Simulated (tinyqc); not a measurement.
Changing the dielectric constant eps: effective-mass impurity with a central-cell term, in a basis of Slater functions. Computed by tinyqc, a small Python program. Command: `OMP_NUM_THREADS=1 python tinyqc.py 3006468 3006469 out.jsonl centralcell sweep`. One thread of a shared host (Intel(R) Xeon(R) Processor @ 2.30GHz), about 0.01 s of CPU time with the checks.

The envelope obeys H = -nabla^2 - (2/r) [Z + A exp(-kappa r)] in effective units, with kappa = a*/lambda; positive A deepens the well near the core.

Inputs (values chosen for the exercise, for a model semiconductor):

| quantity | value | unit |
|---|---|---|
| effective mass m | 1.22 | m_0 |
| charge Z of the core | 2 | - |
| central-cell strength A | -0.18 | - |
| central-cell range lambda | 0.99 | angstrom |

Impurity: acceptor, one isotropic band.

Constants: Ry = 13.605693123 eV; a_0 = 0.529177210903 angstrom.

Method:
- Units: Ry* = Ry m/eps^2 and a* = a_0 eps/m, with m in m_0.
- kappa = a*/lambda; the hydrogenic ground state is bound by Z^2 Ry*.
- For s functions exp(-zeta r), with s = zeta_i + zeta_j: S = 2/s^3, T = zeta_i zeta_j S, V = -2 Z/s^2, W = -2 A/(s + kappa)^2; each function is normalised by dividing by sqrt(S_ii S_jj).
- Large basis: zeta_i = 0.06 x 1.6^(i-1), i = 1..22, same formulas; for p functions r exp(-zeta r): S = 24/s^5, T = zeta_i zeta_j S (centrifugal term included), V = -12 Z/s^4, W = -12 A/(s + kappa)^4; overlap eigenvalues below 1e-11 are dropped.
- Binding energies are -E Ry*; the effective quantum number is nu = Z/sqrt(-E); |psi(0)|^2 is given relative to the hydrogenic Z^3/(pi a*^3).

One run for each value:

| dielectric constant eps | 1s binding energy (meV) | hydrogenic binding energy (meV) | 2p binding energy (meV) | a* (angstrom) |
|---|---|---|---|---|
| 4.5 | 3028.6 | 3278.8 | 810.50 | 1.9519 |
| 5.3 | 2202.5 | 2363.7 | 586.17 | 2.2989 |
| 6.2 | 1622.7 | 1727.3 | 429.35 | 2.6893 |
| 7.3 | 1180.1 | 1245.9 | 310.28 | 3.1664 |
| 8.5 | 876.7 | 919.0 | 229.14 | 3.6869 |
| 10.0 | 637.9 | 664.0 | 165.70 | 4.3375 |
| 12.0 | 446.2 | 461.1 | 115.15 | 5.2050 |
| 14.0 | 329.6 | 338.8 | 84.63 | 6.0725 |

Over the rows, 1s binding energy (meV) falls from 3030 to 330 (exponent d ln y / d ln x about -2.0 throughout); hydrogenic binding energy (meV) falls from 3280 to 339 (exponent d ln y / d ln x about -2.0 throughout); 2p binding energy (meV) falls from 810 to 84.6 (exponent d ln y / d ln x about -2.0 throughout). The exponent of 1s binding energy stays between -1.96 and -1.95, near -2: the central cell is a small correction. The exponent of 2p binding energy stays between -2.00 and -1.98, near -2: a hydrogenic level scales as m/eps^2. The exponent of a* stays at 1: a* = a_0 eps/m.

Caution (all rows): the effective Bohr radius is only a few bond lengths, so the envelope approximation is rough.
